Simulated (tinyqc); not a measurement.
Two-valley model of the transferred-electron effect: one step, computed by the program tinyqc.

Both kinds of valley share one electron temperature T_e, and each has a constant mobility.

Problem. First two iterations. Density-of-states ratio R = Z (m2/m1)^(3/2); n2/n1 = R exp(-dE/(k_B T_e)); mean mobility mu = (mu1 + mu2 n2/n1)/(1 + n2/n1); energy balance e mu F^2 = (3/2) k_B (T_e - T)/tau_E; v = mu F. Fixed point from T_e = T: T_out = T + (2/3) e mu(T_e) F^2 tau_E/k_B, T_new = T_e + mixing (T_out - T_e); stop when |T_out - T_e| is below 1e-6 K.

Inputs (values chosen for the exercise, modelled on CdTe): central-valley mass m1 = 0.098 m_0; satellite-valley mass m2 = 0.28 m_0; satellite valleys Z = 4; valley separation dE = 0.51 eV; central-valley mobility mu1 = 1000 cm^2/(V s); satellite-valley mobility mu2 = 89 cm^2/(V s); energy relaxation time tau_E = 0.82 ps; lattice temperature T = 77 K; electric field F = 38 kV/cm; mixing = 0.05.

Solver: damped fixed point.

Constants: k_B = 8.617333262e-05 eV/K.

Give: T_out of iteration 1; T_e after iteration 1; mu at that T_e; T_e after iteration 2.

Solution.

T_out of iteration 1 = 9237 K

T_e after iteration 1 = 535.0 K

mu at that T_e = 999.7 cm^2/(V s)

T_e after iteration 2 = 970.0 K
